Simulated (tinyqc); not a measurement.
Strain-driven crossing of the Gamma and L valleys in a germanium-like crystal alloyed with tin: sweeps and comparisons. A value that a table varies takes the place of the one given here.

Biaxial loads: e0 is the in-plane strain e_par and the normal is free. (001): e_perp = -2 (C12/C11) e_par; exx = eyy = e_par, ezz = e_perp, no shear. (111): e_perp = -(2 C11 + 4 C12 - 4 C44)/(C11 + 2 C12 + 4 C44) e_par; exx = eyy = ezz = (2 e_par + e_perp)/3 and exy = eyz = ezx = (e_perp - e_par)/3. (110): e_perp = -(C11 + 3 C12 - 2 C44)/(C11 + C12 + 2 C44) e_par; exx = eyy = (e_par + e_perp)/2, ezz = e_par, exy = (e_perp - e_par)/2, eyz = ezx = 0. Uniaxial loads: a stress along n, scaled so that n.e.n = e0, with exx = s11 sxx + s12 (syy + szz), exy = s44 sxy/2, s11 = (C11 + C12)/((C11 - C12)(C11 + 2 C12)), s12 = -C12/((C11 - C12)(C11 + 2 C12)), s44 = 1/C44.

Edges from the unstrained valence top: Gamma at Eg + ac tr(e); an L valley with unit axis u at EgL + aL tr(e) + XuL (u.e.u - tr(e)/3), u along [111], [1-1-1], [-11-1], [-1-11]; valence edges are the levels of the 6 x 6 matrix of X, Y, Z times spin with -Dso/3 + l exx + m (eyy + ezz) on the diagonal (cyclic), n exy off it, l = av + 2 b, m = av - b, n = sqrt(3) d. Spin-orbit term (Dso/3) L.sigma on X, Y, Z with (L_k)_ij = -i epsilon_kij: <X+|H|Y+> = -i Dso/3, <X+|H|Z-> = Dso/3, <Y+|H|Z-> = -i Dso/3, <Z+|H|X-> = -Dso/3, <Z+|H|Y-> = i Dso/3, <X-|H|Y-> = i Dso/3, and their conjugates; + and - are the spin along z.

With tin the unstrained gaps become E(y) = (1 - y) E + y EgS - CS y (1 - y); all other values are kept.
Constants: kB = 8.617333262e-05 eV/K.

Parameters, chosen for this exercise (near those of Ge, gaps at low temperature; the results hold for these values, not for the real material):

| symbol | value | unit | meaning |
|---|---|---|---|
| Eg | 0.882 | eV | gap at Gamma to the s-like level |
| EgL | 0.749 | eV | gap to L |
| Dso | 0.295 | eV | spin-orbit splitting |
| ac | -8.3 | eV | conduction deformation potential |
| av | 1.26 | eV | valence hydrostatic potential |
| b | -2.52 | eV | tetragonal shear potential |
| d | -5.37 | eV | trigonal shear potential |
| aL | -1.65 | eV | hydrostatic potential of the L edge, Xd + Xu/3 |
| XuL | 15.82 | eV | uniaxial potential, L |
| y | 0.018 |  | tin fraction |
| EgS | (-0.362, 0.058) | eV | Gamma and L gaps of the tin end |
| CS | (2.04, 1.1) | eV | bowing of the Gamma and L gaps |
| C11 | 126.6 | GPa |  |
| C12 | 48.8 | GPa |  |
| C44 | 66.1 | GPa |  |
| load | biaxial (111) |  | kind of strain |
| mG | 0.0402 | m0 | mass at Gamma |
| mL | 0.579 | m0 | density-of-states mass of the four L valleys together |
| T | 77 | K | temperature |
| e0 | 0.0059 |  | size of the strain |

## Which strain makes the gap direct

For tension the difference Gamma minus lowest L is linear in e0; slope per 1 % and the e0 at which it vanishes (a dash: no crossing below 15 %), with the gap there.

Results:

| load | slope (meV per 1 %) | crossing e0 (%) | gap at the crossing (eV) |
|---|---|---|---|
| biaxial (001) | -81.7 | 1.30 | 0.594 |
| biaxial (110) | -25.7 | 4.14 | -0.075 |
| biaxial (111) | 37.2 | - | - |
| uniaxial [100] | -29.5 | 3.61 | 0.554 |
| uniaxial [111] | -4.7 | - | - |
| uniaxial [110] | 13.8 | - | - |

How do the results move?

The smallest strain is needed for biaxial (001) (1.30 %), then uniaxial [100] (3.61 %). No crossing below 15 % is found for biaxial (111), uniaxial [111] and uniaxial [110]: shear splits the L valleys and pulls the lowest down nearly as fast as, or faster than, Gamma. Loads without off-diagonal strain, (001) and [100], gain (ac - aL) tr(e) = -66 meV per 1 % of volume. Crossings beyond about 3 % are sensitive to second-order terms, left out here. For uniaxial [111] the slope is a near cancellation, so terms beyond this linear model decide. A gap at or below zero marks a crossing beyond the range of this linear model.

## Sweep of a biaxial (111) strain

The valence splitting is the distance of the top two edges. Share in Gamma = mG^(3/2)/(mG^(3/2) + (mL^(3/2)/4) sum_i exp(-(E_Li - E_Gamma)/kT)).

Results:

| e0 (%) | direct gap (eV) | indirect gap (eV) | Gamma - L (meV) | valence splitting (meV) | share in Gamma (%) |
|---|---|---|---|---|---|
| -0.72 | 0.905 | 0.686 | 219 | 54 | 1.13e-14 |
| -0.27 | 0.854 | 0.705 | 149 | 22 | 4.55e-10 |
| 0.17 | 0.790 | 0.677 | 113 | 15 | 2.99e-07 |
| 0.62 | 0.697 | 0.567 | 130 | 57 | 2.44e-08 |
| 1.06 | 0.602 | 0.456 | 146 | 102 | 2.07e-09 |
| 1.51 | 0.503 | 0.340 | 163 | 151 | 1.66e-10 |
| 1.95 | 0.404 | 0.225 | 179 | 200 | 1.40e-11 |
| 2.40 | 0.301 | 0.106 | 196 | 252 | 1.12e-12 |

How do the results move?

The gap stays indirect over the sweep. This load splits the L valleys, and the lowest set changes where e0 changes sign, which bends the column Gamma - L. The direct gap goes from 0.905 to 0.301 eV; of that change -0.119 eV comes from the rise of the valence top through the shear terms and the rest from the volume. The share in Gamma goes from 1.13e-14 to 1.12e-12 %, with a peak of 2.99e-07 % at e0 = 0.17 % among these rows.

## What each parameter does

Direct gap, Gamma minus the lowest L edge and the valence splitting. Each row changes one parameter from the base and keeps the others.

Results:

| case | direct gap (eV) | Gamma - L (meV) | valence splitting (meV) |
|---|---|---|---|
| base | 0.7029 | 128.4 | 54.3 |
| XuL = 13.447 eV | 0.7029 | 115.5 | 54.3 |
| av = 1.449 eV | 0.7011 | 128.4 | 54.3 |
| y = 0.0207 | 0.6942 | 124.5 | 54.3 |
| ac = -9.545 eV | 0.6910 | 116.5 | 54.3 |
| e0 = 0.00678 | 0.6843 | 131.7 | 63.0 |
| C12 = 56.12 GPa | 0.7044 | 133.2 | 56.3 |
| Dso = 0.33925 eV | 0.7034 | 128.4 | 53.8 |

What does this show?

The largest shifts from the base row, up to three for each result and ties (the steps differ in size, so this ranks the rows, not the parameters). direct gap (eV): e0 -0.0186, ac -0.0119, y -0.0087; unchanged at the printed digits by XuL. Gamma - L (meV): XuL -12.8, ac -11.9, C12 +4.8; unchanged at the printed digits by av and Dso. valence splitting (meV): e0 +8.7, C12 +2.0, Dso -0.5; unchanged at the printed digits by XuL, av, y and ac.

Program tinyqc; command `OMP_NUM_THREADS=1 python tinyqc.py 1051230 1051231 out.jsonl`; about 0.01 s on one thread of a shared Intel(R) Xeon(R) Processor @ 2.30GHz.
